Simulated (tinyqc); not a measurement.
# Changing the heating rate beta

Model: admittance spectroscopy and thermally stimulated current of one trap level in a depletion layer. Computed by tinyqc, a small Python program. Command: `OMP_NUM_THREADS=1 python tinyqc.py 3113521 3113522 out.jsonl admit sweep`. One thread of a shared host (Intel(R) Xeon(R) Processor @ 2.30GHz), about 0.01 s of CPU time with the checks.

A Schottky junction on n-type material holds one donor-like electron trap; shallow donors are fully ionised and abrupt depletion edges are assumed.

Inputs (values chosen for the exercise, modelled on n-type beta-Ga2O3): density-of-states mass m = 0.271 m_0; trap depth E_t below the band = 0.285 eV; capture cross section sigma = 2.7e-15 cm^2.

Constants: k_B = 1.380649e-23 J/K; m_0 = 9.1093837015e-31 kg; h = 6.62607015e-34 J s; k_B = 8.617333262e-05 eV/K.

Method:
- N_c = 2 (2 pi m k_B T/h^2)^(3/2), v_th = sqrt(3 k_B T/m), emission rate e_n = sigma v_th N_c exp(-E_t/(k_B T)).
- Thermally stimulated current without retrapping: filled share n(T) = exp(-(1/beta) int e_n dT), current proportional to e_n n; the peak obeys beta (E_t/(k_B T^2) + 2/T) = e_n(T). The integral starts at 0.5 T_m and uses 4000 trapezoid steps to 1.2 T_m.
- Chen's first-order estimate from the full width W = T_2 - T_1 between the half-height points: E = 2.52 k_B T_m^2/W - 2 k_B T_m.

One run for each value:

| heating rate beta (K/s) | peak temperature T_m (K) | E_t/(k_B T_m) | symmetry factor (T_2 - T_m)/(T_2 - T_1) | depth by Chen's formula (eV) |
|---|---|---|---|---|
| 0.01 | 110.47 | 29.939 | 0.41706 | 0.30703 |
| 0.027 | 113.80 | 29.063 | 0.41743 | 0.30741 |
| 0.072 | 117.28 | 28.201 | 0.41782 | 0.30781 |
| 0.19 | 120.92 | 27.351 | 0.41823 | 0.30823 |
| 0.52 | 124.93 | 26.472 | 0.41867 | 0.30869 |
| 1.4 | 129.13 | 25.612 | 0.41913 | 0.30916 |
| 3.7 | 133.52 | 24.771 | 0.41960 | 0.30966 |
| 10 | 138.30 | 23.915 | 0.42011 | 0.31019 |

What does the table show, and why?

Over the rows, peak temperature T_m (K) rises from 110 to 138 (exponent d ln y / d ln x 0.030 between the first rows and 0.035 between the last); E_t/(k_B T_m) falls from 29.9 to 23.9 (exponent d ln y / d ln x -0.030 between the first rows and -0.035 between the last); symmetry factor (T_2 - T_m)/(T_2 - T_1) rises from 0.4171 to 0.4201 (exponent d ln y / d ln x 9.1e-4 between the first rows and 0.0012 between the last). A line of ln(T_m^4/beta) against 1/(k_B T_m) has the slope 0.284 eV, against E_t = 0.285 eV.

Extremes, crossings and ranges named in words are read from the listed rows.
